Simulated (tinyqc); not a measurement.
# Schottky diode by thermionic emission with image-force lowering and series resistance: two studies

Metal on an n-type semiconductor with one parabolic valley; V > 0 is forward bias (metal positive). I = I0 [exp(Vj/(n Vt)) - 1] with Vj = V - I Rs; I0 = S A* T^2 exp(-(phi - dphi)/Vt), the lowering dphi taken at zero bias.

Inputs (values chosen for the exercise); band and dielectric values those of a made-up semiconductor:
- T = 200 K (temperature)
- me = 0.248 m0 (electron mass)
- eps_r = 8.1 (relative permittivity)
- phi = 0.52 eV (barrier height seen from the metal)
- Nd = 3.4e15 cm^-3 (donor density)
- S = 1.5e-5 cm^2 (area)

Constants: q = 1.602176634e-19 C, kB = 1.380649e-23 J/K, h = 6.62607015e-34 J s, m0 = 9.1093837015e-31 kg, Vt = kB T/q, eps0 = 8.8541878128e-14 F/cm where lengths are in cm. Results are converted to the units shown.

Each table varies one quantity; the others keep the values above.

## Soft saturation in reverse bias

A* = 4 pi q me m0 kB^2/h^3 (times 1e-4 for A/(cm^2 K^2)); Nc = 2 (2 pi me m0 kB T/h^2)^1.5 (times 1e-6 for cm^-3); xi = Vt ln(Nc/Nd), Vbi = phi - xi; surface field Em = sqrt(2 q Nd (Vbi - V - Vt)/(eps0 eps_r)); dphi = sqrt(q Em/(4 pi eps0 eps_r)). Here dphi follows the bias, J = -A* T^2 exp(-(phi - dphi(V))/Vt) [1 - exp(V/Vt)], without Rs.

Results:
```
V (V)  Em (kV/cm)  dphi (meV)  J (A/cm^2)
-0.2        30.08       23.13   -3.595e-7
-0.5        36.89       25.61   -4.151e-7
-1          46.05       28.61   -4.942e-7
-2          60.33       32.75   -6.282e-7
-4          81.72       38.11   -8.577e-7
-10         125.7       47.27   -1.459e-6
-15         152.9       52.14   -1.936e-6
```

Estimate the missing row, V = -7 V.

Computed row:
```
V (V)  Em (kV/cm)  dphi (meV)  J (A/cm^2)
-7          106.0       43.41   -1.166e-6
```

With this row back in the table: dphi rises from 23.1 to 52.1 meV, as the square root of the field, and |J| grows by a factor of 5.38: the reverse current does not saturate. Tunnelling and generation are left out.

## Effect of the doping on the lowering

Same model as above.

Here V = 0 in Em.

Results:
```
Nd (cm^-3)  Vbi (V)  Em (kV/cm)  dphi (meV)     I0 (A)
9.8e13       0.3519       3.828       8.249  2.274e-12
7e14         0.3858       10.74       13.82  3.141e-12
1.9e15       0.4030       18.10       17.94  3.990e-12
5e15         0.4197       29.98       23.09  5.380e-12
1.3e16       0.4361       49.33       29.61  7.856e-12
3.6e16       0.4537       83.79       38.59  1.323e-11
9.5e16       0.4704       138.7       49.65  2.513e-11
2.5e17       0.4871       229.1       63.82  5.716e-11
```

Estimate the missing row, Nd = 2.6e14 cm^-3.

Computed row:
```
Nd (cm^-3)  Vbi (V)  Em (kV/cm)  dphi (meV)     I0 (A)
2.6e14       0.3687       6.390       10.66  2.616e-12
```

With this row back in the table: dphi rises from 8.25 to 63.8 meV, as Nd^(0.26) (1/4 at fixed Vbi), and I0 grows by a factor of 25.1. Emission limits the current only if the drift velocity at the surface is well above A* T^2/(q Nc) = 4.41e6 cm/s; with a mobility of 1290 cm^2/(V s) it is less than three times that in 2 of the rows, where I0 is overstated.

Numbers from tinyqc (`OMP_NUM_THREADS=1 python tinyqc.py 2640029 2640030 out.jsonl`; about 0.01 s on one thread of a shared Intel Xeon 2.30GHz).
